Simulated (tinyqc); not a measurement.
Inside a calculation. Method: bound state in one dimension: Numerov shooting, finite differences, DVR. Computed by tinyqc, a small Python program that keeps every step. Settings: points = 96. Command: `OMP_NUM_THREADS=1 python tinyqc.py 25540 25541 out.jsonl` (the two numbers bound the seeds that draw the settings). One thread of a shared host (Intel(R) Xeon(R) Processor @ 2.60GHz), about 0.01 s of CPU time with the checks.

## Numerov steps at E = 0.1

One particle of mass 1 in V = 11.09 (1 - exp(-0.42 x))^2 (atomic units), psi = 0 at both ends:
```
parameter                 value
left end              -1.600000
right end                     7
intervals                    96
h                      0.089583
state sought (nodes)          0
```

k_i = 2 m (E - V_i); (1 + h^2 k_(i+1)/12) y_(i+1) = 2 (1 - 5 h^2 k_i/12) y_i - (1 + h^2 k_(i-1)/12) y_(i-1), from y_0 = 0, y_1 = 0.001.

Points along the way:
```
i         x        V         k       y
0   -1.6000  10.1812  -20.1624  0.0000
1   -1.5104   8.7025  -17.2050  0.0010
2   -1.4208   7.3881  -14.5762  0.0021
3   -1.3313   6.2238  -12.2477  0.0035
4   -1.2417   5.1969  -10.1938  0.0052
5   -1.1521   4.2954   -8.3907  0.0074
32   1.2667   1.8877   -3.5754  0.2353
33   1.3562   2.0914   -3.9828  0.2694
34   1.4458   2.2975   -4.3949  0.3121
35   1.5354   2.5050   -4.8101  0.3659
36   1.6250   2.7135   -5.2269  0.4339
37   1.7146   2.9221   -5.6441  0.5202
```

## Bisection on the node count

With more sign changes than the state has nodes (the last point included) the energy is too high, else too low; the bracket starts as 0.1 to 10.

Trials:
```
trial         E  sign changes  y at the right end   next
1      5.050000             3           -2.15e+02  lower
2      2.575000             1           -4.07e+04  lower
3      1.337500             1           -1.91e+06  lower
4      0.718750             0            8.39e+06  raise
5      1.028125             1           -7.93e+05  lower
6      0.873437             0            2.06e+06  raise
7      0.950781             0            3.22e+05  raise
8      0.989453             1           -3.02e+05  lower
9      0.970117             1           -8.00e+03  lower
10     0.960449             0            1.52e+05  raise
11     0.965283             0            7.09e+04  raise
12     0.967700             0            3.12e+04  raise
13     0.968909             0            1.15e+04  raise
14     0.969513             0            1.75e+03  raise
...         ...           ...                 ...    ...
28     0.969621             0            2.26e-01  raise
29     0.969621             1           -7.12e-02  lower
30     0.969621             0            7.76e-02  raise
```

eigenvalue = 0.969621 hartree

## The same grid by other methods

Three-point finite differences and the sine-DVR kinetic matrix of Colbert and Miller on the same points.

Lowest levels (hartree):
```
state  finite differences     DVR
0                  0.9687  0.9696
1                  2.7779  2.7817
2                  4.4189  4.4275
```
